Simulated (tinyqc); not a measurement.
Inside a calculation: valley splitting of a silicon quantum well in envelope theory. Values are carried at full precision from step to step, so a last printed digit may differ when a step is redone from the rounded ones.

Constants: hbar^2/2m0 = 3.80998211 eV angstrom^2; kB = 8.617333262e-05 eV/K.

Values chosen for the exercise (near those of a strained Si well in SiGe; shifted at random, so the results belong to these values and not to a real crystal):
- k0 = 0.831 2 pi/a (valley position)
- a = 5.431 angstrom (lattice constant)
- ml = 0.928 m0 (mass along z)
- F = 11.1 mV/nm (field pressing towards the upper interface)
- w = 0.7 angstrom (interface width parameter)
- L = 34 angstrom (well width)
- V0 = 0.2 eV (conduction offset)
- C0 = 0.265 (Bloch overlap factor)
- Yb = 0.29 (Ge share of the barrier)
- Yw = 0.02 (Ge share of the well)
- ad = 140 angstrom (dot radius)

## Wave number and lengths

q = 2 k0 (2 pi/a), its wavelength, the field length (c/(ml e F))^(1/3) with c = hbar^2/2m0 and 1 mV/nm = 1e-4 eV/angstrom, and the damping factor y/sinh(y), y = pi q w, of a step smoothed as 1/(1 + exp(z/w)).

q = 1.9228 1/angstrom
wavelength = 3.268 angstrom
field length = 15.5 angstrom
damping factor = 0.123

## The envelope

The well lies at 0 < z < L; U(z) = V0 [1/(1 + exp(z/w)) + 1/(1 + exp((L - z)/w))] - e F z, 1 mV/nm = 1e-4 eV/angstrom. The envelope psi solves -(c/ml) psi'' + U psi = E psi, c = hbar^2/2m0, by three-point differences on a grid of 0.1 angstrom from -40 to L + 40 angstrom. The two valleys at +/- k0 couple through D = C0 times the integral of exp(-i q z) U(z) psi^2, q = 2 k0 (2 pi/a), and split by Ev = 2|D|.

Two lowest levels, mean position, and psi^2 at both interfaces.

levels (meV): [2.20, 67.07]

<z> = 19.2 angstrom
psi^2 at z = 0 and L (1/angstrom): [0.00264, 0.00793]

The field makes psi^2 at the upper interface 3 times that at the lower one. The orbital spacing is 64.9 meV.

## Contributions to the coupling

Split D into the lower barrier, the upper barrier and the field term.

Parts of D (micro-eV):
```
part              real  imaginary    size
lower barrier    7.881      5.797   9.784
upper barrier  -28.915      4.258  29.227
field term      -0.156      0.001   0.156
```

## Valley splitting and phase

The inter-valley coupling D is the sum of the complex parts; Ev = 2|D|, the valley phase is arg D, and kB T equals Ev at T = Ev/kB.

Ev = 46.9 micro-eV
phase = 2.70 rad
T = 0.54 K

The upper barrier gives the largest part.

## Alloy disorder

Random alloy: with Y(z) = Yw + (Yb - Yw) B(z), B the bracket in U, and in-plane density exp(-r^2/ad^2)/(pi ad^2), D gains a random complex part of variance sigma^2 = (C0^2/pi)(a^2 V0/(8 ad (Yb - Yw)))^2 (4/a) times the integral of psi^4 Y (1 - Y). Alone it gives a mean splitting sqrt(pi) sigma; together with the smooth part the rms splitting is 2 sqrt(|D|^2 + sigma^2).

Give the integral, sigma, the mean splitting from disorder alone and the rms total.

integral = 0.000718 1/angstrom
sigma = 67.1 micro-eV
sqrt(pi) sigma = 118.9 micro-eV
rms splitting = 142.1 micro-eV

|D|/sigma = 0.35: disorder dominates, so the splitting scatters from dot to dot down to zero.

## Checks

- Lowest level for sharp walls and no field against the square well, meV: both 21.7.
- Size of one barrier part in that case against C0 V0 psi(0)^2/sqrt(q^2 + 4 kappa^2), micro-eV: both 1.3e+02.

Run: tinyqc, `OMP_NUM_THREADS=1 python tinyqc.py 1281663 1281664 out.jsonl`; Intel(R) Xeon(R) Processor @ 2.30GHz, one thread, shared host; about 0.08 s of CPU time with all checks.
